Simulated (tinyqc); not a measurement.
Inverter chain driving a load.

N inverters, each f = Hc^(1/N) times larger than the one before: delay tau N (f + pp). Switched capacitance in units of the first input, with output capacitance pp times the input: Hc + (1 + pp)(Hc - 1)/(f - 1).

Parameters, values chosen for the exercise: load over the input capacitance of the chain Hc = 180; parasitic delay of an inverter pp = 0; delay unit tau = 5.8 ps.

Result of one run:
```
N	f	delay (ps)	switched capacitance
2	13.42	155.6	194.4
```

What becomes of these results when the number of stages N is changed from 2 to 8, all else the same?

Result of the changed run:
```
N	f	delay (ps)	switched capacitance
8	1.914	88.80	375.9
```

The whole series:
```
N	f	delay (ps)	switched capacitance
2	13.42	155.6	194.4
3	5.646	98.24	218.5
4	3.663	84.98	247.2
5	2.825	81.93	278.1
6	2.376	82.69	310.1
7	2.100	85.25	342.8
8	1.914	88.80	375.9
9	1.781	92.95	409.3
```

The delay goes from 156 through a minimum of 81.9 (at N = 5 among the rows listed) to 93.0 ps. The best stage effort solves pp + rho (1 - ln rho) = 0, rho = 2.72, which gives N = ln Hc/ln rho = 5.19. One stage fewer than the best costs 3.7 % in delay and saves 11 % of the switched capacitance.

Program tinyqc, `OMP_NUM_THREADS=1 python tinyqc.py 2082161 2082162 out.jsonl`; Intel Xeon 2.30GHz, shared host, one thread, about 0.01 s.
